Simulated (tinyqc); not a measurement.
Two-band k.p model of the X valleys of a zinc-blende crystal: sweeps and comparisons. A value that a table varies takes the place of the one given here.

k along the valley axis, counted from X, c = hbar^2/2m0, e = c k^2/ml. H = [[e - D/2, i P k], [-i P k, e + D/2]] with P^2 = D0 c/ml, so E = e -/+ sqrt(D^2/4 + D0 e). For D = 0 (diamond lattice) the bands cross at X.

With x = D/D0: for x < 1 the minima lie at k_m = sqrt(ml D0 (1 - x^2)/(4 c)), the hump at X has the height dE = (D0/4)(1 - x)^2 and the mass at the minimum is ml/(1 - x^2); the mass at X is ml/(1 - 1/x), negative for x < 1. For x > 1 the minimum is at X.

Thermal masses along the axis for one X point, lower band, E from the minimum, on 1601 points from -0.8 to 0.8 1/angstrom: density-of-states mass m_d = c I^2/(pi kT), I = integral of exp(-E/kT) dk; conductivity mass m_c = 2 c kT/<(dE/dk)^2> with central differences.

Constants: hbar^2/2m0 = 3.80998211 eV angstrom^2; kB = 8.617333262e-05 eV/K.

Inputs chosen for the exercise (of the order of those of AlAs; the results hold for these values, not for the real material):
```
symbol  value  unit  meaning
D0      0.161  eV    coupling energy
ml      0.632  m0    mass along the axis from remote bands
D       0.352  eV    splitting of the two conduction levels at X
T       77     K     temperature
```

## From the diamond lattice to a polar crystal

D is varied at fixed D0 and ml.

Results:
```
x     D (eV)  k_m (1/angstrom)  dE (meV)  mass at the minimum
0.00   0.000            0.0817     40.25                0.632
0.30   0.048            0.0779     19.72                0.695
0.60   0.097            0.0654      6.44                0.988
0.80   0.129            0.0490      1.61                1.756
0.90   0.145            0.0356      0.40                3.326
1.10   0.177            0.0000      0.00                6.952
1.30   0.209            0.0000      0.00                2.739
2.00   0.322            0.0000      0.00                1.264
4.00   0.644            0.0000      0.00                0.843
```

At D = 0 the minima lie 0.0817 1/angstrom from X under a cusp of D0/4 = 40 meV, the pattern of silicon. The hump shrinks as (1 - x)^2, faster than k_m, so at x = 0.9 it is only 0.40 meV although k_m is still 44 % of its first value. The mass diverges at x = 1 from both sides (3.33 at 0.9, 6.95 at 1.1), where the band is quartic.

## Temperature

Thermal masses against T.

Results:
```
T (K)  kT (meV)    m_d    m_c
10         0.86  1.162  1.159
20         1.72  1.159  1.153
50         4.31  1.151  1.138
100        8.62  1.139  1.116
200       17.23  1.118  1.081
300       25.85  1.102  1.054
500       43.09  1.075  1.014
```

m_d goes from 1.162 to 1.075 and m_c goes from 1.159 to 1.014. Both start from the edge mass 1.165 and tend to ml = 0.632 for kT far above D0. 

## What each parameter does

Shape of the lower band and thermal masses. Each row changes one parameter from the base and keeps the others.

Results:
```
case            k_m (1/angstrom)  dE (meV)  m_d (m0)  m_c (m0)
base                      0.0000     0.000     1.144     1.125
D = 0.3626 eV             0.0000     0.000     1.119     1.103
D0 = 0.1658 eV            0.0000     0.000     1.171     1.150
ml = 0.651 m0             0.0000     0.000     1.178     1.159
T = 79.31 K               0.0000     0.000     1.144     1.124
```

The largest shifts from the base row, up to three for each result and ties (the steps differ in size, so this ranks the rows, not the parameters). k_m (1/angstrom): unchanged at the printed digits by D, D0, ml and T. dE (meV): unchanged at the printed digits by D, D0, ml and T. m_d (m0): ml +0.034, D0 +0.027, D -0.025; unchanged at the printed digits by T. m_c (m0): ml +0.034, D0 +0.025, D -0.023.

Run: tinyqc, `OMP_NUM_THREADS=1 python tinyqc.py 1880066 1880067 out.jsonl`; Intel(R) Xeon(R) Processor @ 2.30GHz, one thread, shared host; about 0.01 s of CPU time with all checks.
